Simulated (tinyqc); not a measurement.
Physical sputtering: collision-cascade yield, angular dependence, faceting and resputtering in deposition: one step, computed by the program tinyqc.

Ions start collision cascades; atoms that reach the surface with more than U leave. The target is amorphous or fine-grained.

Question. Oblique incidence. Angular law: Y/Y0 = t^f exp(-f cos(a_opt)(t - 1)), t = 1/cos(angle), largest at a_opt. A plane tilted by the angle recedes along the beam at a speed proportional to Y(angle), and along its own normal as Y cos(angle).

Inputs (values chosen for the exercise, modelled on neon ions on titanium): angular exponent f = 1.6; angle of the largest yield = 71 degrees; angle of incidence = 25 degrees.

yield Y0 = 0.3525995 atoms per ion

Give: Y/Y0 at the angle; yield at the angle; normal speed relative to a flat surface; largest Y/Y0.

Answer.

Y/Y0 at the angle = 1.1091

yield at the angle = 0.39107 atoms per ion

normal speed relative to a flat surface = 1.0052

largest Y/Y0 = 2.0471
